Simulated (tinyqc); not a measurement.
Comparisons within one model: averaged masses of warped heavy- and light-hole bands. A value that a table varies takes the place of the one given here.

Four-band hole energies E = c k^2 f(u), c = hbar^2/2m0, f = g1 -/+ 2 sqrt(g2^2 + 3 (g3^2 - g2^2) s), s = ux^2 uy^2 + uy^2 uz^2 + uz^2 ux^2 for the unit vector u; minus for heavy, plus for light holes; the mass along u is 1/f.

Grid: n x n midpoints in cos(theta) from 0 to 1 and phi from 0 to pi/2, equal weights. m_d = <f^(-3/2)>^(2/3). Conductivity mass for one scattering time: 1/m_c = <|w|^2 f^(-5/2)>/<f^(-3/2)> with w = grad_k(k^2 f)/(2 k), that is |w|^2 = f^2 + |angular gradient of f|^2/4.

Values chosen for the exercise (out of a larger set: near those of Ge; not measured data): g1 = 13.38 (Luttinger gamma1); g2 = 4.25 (gamma2); g3 = 5.73 (gamma3).

## Ways to average over directions

Heavy and light m_d on grids of growing n, against n = 160; also the three-direction rule <F> = (10 F[100] + 16 F[110] + 9 F[111])/35 and the spherical masses 1/(g1 (1 -/+ mu)), mu = (6 g3 + 4 g2)/(5 g1).

Masses (m0):
```
method             heavy   light  error heavy (%)  error light (%)
grid n = 1        0.5101  0.0403            43.74            -4.44
grid n = 2        0.3613  0.0418             1.80            -0.86
grid n = 3        0.3588  0.0420             1.10            -0.40
grid n = 5        0.3560  0.0421             0.32            -0.16
grid n = 10       0.3552  0.0422             0.08            -0.04
grid n = 160      0.3549  0.0422             0.00             0.00
three directions  0.3789  0.0423             6.77             0.35
spherical         0.3222  0.0423            -9.22             0.18
[100] alone       0.2049  0.0457           -42.26             8.31
```

How do the results move?

The heavy mass is within 1 % from grid n = 5 on. Three directions err by +6.77 %, the spherical form by -9.22 % and [100] alone by -42.3 %; for light holes the same three err by +0.35, +0.18 and +8.3 %. The power -3/2 weights the heavy directions near [111], which a mean of f misses.

## Cyclotron masses against the field direction

For the central orbit m_cyc is the mean of 1/f(u) over the directions u normal to B (360 points on the circle). B lies in the (1-10) plane at the angle from [001]; 54.7 degrees is [111], 90 is [110].

Masses (m0):
```
angle (degrees)   heavy   light
0.0              0.2843  0.0434
15.0             0.3017  0.0430
30.0             0.3463  0.0421
45.0             0.3820  0.0415
54.7             0.3870  0.0414
70.0             0.3835  0.0416
90.0             0.3810  0.0420
```

What does this show, and why?

The heavy mass is smallest at 0 and largest at 54.7 degrees of the angles listed, a spread of 36 %; the light mass varies by 5.0 %. The orbit normal to [001] has s between 0 and 1/4, the orbit normal to [111] has s = 1/4 all round, which gives 1/(g1 - sqrt(g2^2 + 3 g3^2)) = 0.3870. This is the classical limit; low Landau levels of holes depart from it.

## Several materials

The inputs are values chosen for the exercise; n = 40; delta = (g3 - g2)/g1.

Results:
```
case            g1    g2    g3  m_d heavy  m_c heavy  m_d light  delta
A near Ge    13.29  4.24  5.68      0.356      0.281     0.0425  0.108
B near AlAs   3.79  0.82  1.41      0.758      0.633     0.1621  0.156
C near GaP    4.05  0.49  1.24      0.502      0.442     0.1666  0.185
D near GaAs   6.96  2.05  2.92      0.610      0.476     0.0824  0.125
E near InAs  19.92  8.44  9.22      0.499      0.427     0.0265  0.039
F near Si     4.29  0.34  1.44      0.514      0.412     0.1552  0.256
```

What does this show, and why?

Heavy masses span a factor of 2.1 and light ones 6.3: the coupling to the conduction band adds to g1, 2 g2 and 2 g3 alike, so it cancels for heavy holes and doubles for light ones. The ratio m_c/m_d of the heavy holes is lowest for D (0.78); delta is largest for F; the heavy band feels the warping rather through (g3 - g2)/(g1 - 2 g3), which runs from 0.48 to 0.78 here and is 0.78 for the case with the lowest ratio.

## What each parameter does

n = 40. Each row changes one parameter from the base and keeps the others.

Results:
```
case         m_d heavy (m0)  m_c heavy (m0)  m_d light (m0)  m_c light (m0)
base                 0.3549          0.2775          0.0422          0.0420
g1 = 13.781          0.3085          0.2535          0.0415          0.0413
g2 = 4.378           0.3628          0.2906          0.0420          0.0419
g3 = 5.902           0.3958          0.2811          0.0418          0.0416
```

How do the results move?

The largest shifts from the base row, up to three for each result and ties (the steps differ in size, so this ranks the rows, not the parameters). m_d heavy (m0): g1 -0.0464, g3 +0.0409, g2 +0.0079. m_c heavy (m0): g1 -0.0240, g2 +0.0131, g3 +0.0036. m_d light (m0): g1 -0.0007, g3 -0.0004, g2 -0.0002. m_c light (m0): g1 -0.0007, g3 -0.0004, g2 -0.0001.

(tinyqc, `OMP_NUM_THREADS=1 python tinyqc.py 1051194 1051195 out.jsonl`, Intel(R) Xeon(R) Processor @ 2.30GHz, 1 thread, shared host, about 0.01 s.)
